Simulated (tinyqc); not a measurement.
Double-gate transistor, scale length and short-channel effects: two steps of the calculation.

A body of thickness ts between two insulators of thickness ti and two tied gates. Below threshold the potential that source and drain add obeys Laplace's equation and vanishes on the gate. Its lowest mode decays along the channel as exp(-k y); k is the smallest positive root of the matching condition at the interface, and the scale length is Lambda = pi/k.

Values chosen for this exercise; permittivities: semiconductor close to that of silicon, insulator close to that of hafnium oxide: relative permittivity of the semiconductor eps_r = 11.7; relative permittivity of the insulator ei = 22.9; insulator thickness ti = 13 nm; body thickness ts = 3.7 nm.

Problem 1. Scan of the matching condition. f(k) = ei cos(k ti) cos(k ts/2) - eps_r sin(k ti) sin(k ts/2).

k, point 0 to 7 (1/nm): 0.01875  0.0375  0.05625  0.075  0.09375  0.1125  0.13125  0.15

Wanted: f(k).

Solution 1.

f(k), point 0 to 7: 22.112  19.804  16.142  11.388  5.883  0.018  -5.789  -11.130

The first change of sign lies between k = 0.1125 and 0.13125 1/nm.

Problem 2. Scale length against simple estimates. Lambda = pi/k and l = 1/k. A parabolic potential across the structure gives l(parabolic) = sqrt((eps_r/(2 ei)) ts ti (1 + ei ts/(4 eps_r ti))).

k = 0.11255832 1/nm

Find: Lambda; l; l(parabolic).

Solution 2.

Lambda = 27.911 nm
l = 8.8843 nm
l(parabolic) = 3.7415 nm

tinyqc, about 0.01 s, one thread, Intel Xeon 2.30GHz (shared host): `OMP_NUM_THREADS=1 python tinyqc.py 2420167 2420168 out.jsonl`
